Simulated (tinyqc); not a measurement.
Sensitivity of the reflectance: thin-film optics by transfer matrices.

Indices N = n + i k. Snell: N0 sin(theta) = N_j sin(theta_j), with Im(N_j cos theta_j) >= 0. Admittance y_j = N_j cos theta_j for s and N_j/cos theta_j for p. Phase delta_j = 2 pi N_j cos theta_j d_j/lambda. Layer matrix [[cos delta, -i sin delta/y], [-i y sin delta, cos delta]], multiplied from the top down to M. (B, C) = M (1, y_sub); r = (y0 B - C)/(y0 B + C), R = |r|^2, T = 4 Re y0 Re y_sub/|y0 B + C|^2, absorbed in the films 1 - R - T.

Parameters, chosen for this exercise (indices near those of HfO2, SiO2 on Si; not measured data):
- lam = 365 nm (vacuum wavelength)
- n0 = 1 (ambient index)
- n = (2.161, 1.474, 6.564) (n of HfO2, SiO2, substrate)
- k = (0, 0, 2.814) (k in the same order)
- d = (3.5, 163) nm (thicknesses, top first)
- theta = 45 degrees (angle of incidence)

R for both polarisations.

One parameter was then changed.

Results before and after:

| case | R_s | R_p | T_s |
|---|---|---|---|
| base | 0.5724 | 0.4084 | 0.4276 |
| changed | 0.6288 | 0.4016 | 0.3712 |

Which of these changes was made? (a) k = (0, 0, 3.105); (b) d = (8.5, 163) nm; (c) n = (2.204, 1.474, 6.564); (d) lam = 370 nm; (e) theta = 50 degrees.

Answer: (e) theta = 50 degrees. Of the candidates, run in turn, only this one gives the changed row.

All candidates:

| case | R_s | R_p | T_s |
|---|---|---|---|
| base | 0.5724 | 0.4084 | 0.4276 |
| d = (8.5, 163) nm | 0.4471 | 0.3428 | 0.5529 |
| n = (2.204, 1.474, 6.564) | 0.5689 | 0.4058 | 0.4311 |
| k = (0, 0, 3.105) | 0.5816 | 0.4202 | 0.4184 |
| lam = 370 nm | 0.5903 | 0.4164 | 0.4097 |
| theta = 50 degrees | 0.6288 | 0.4016 | 0.3712 |

Program tinyqc; command `OMP_NUM_THREADS=1 python tinyqc.py 1650263 1650264 out.jsonl`; about 0.01 s on one thread of a shared Intel(R) Xeon(R) Processor @ 2.30GHz.
